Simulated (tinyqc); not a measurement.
Worked calculation: lattice vibrations of a chain. One step of it, computed by the program tinyqc.

Question. Dynamical matrix at q = 0.09. q is in units of 2 pi/a. A spring k from atom i to atom j, n cells on, adds k to Phi_ii and Phi_jj, -k exp(2 pi i q n) to Phi_ij and the conjugate to Phi_ji (for one atom a cell: 2k (1 - cos 2 pi q n)); D_ij = Phi_ij / sqrt(m_i m_j).

A chain moving along its axis:
```
atom    mass (u)  spring to the next atom (eV/angstrom^2)
1      66.100000                                 3.800000
2     111.300000                                 8.500000
```

Give: D(q).

Answer.

D(q) (eV/(angstrom^2 u)):
```
                 1                2
1           0.1861  -0.1280+0.0531i
2  -0.1280-0.0531i           0.1105
```
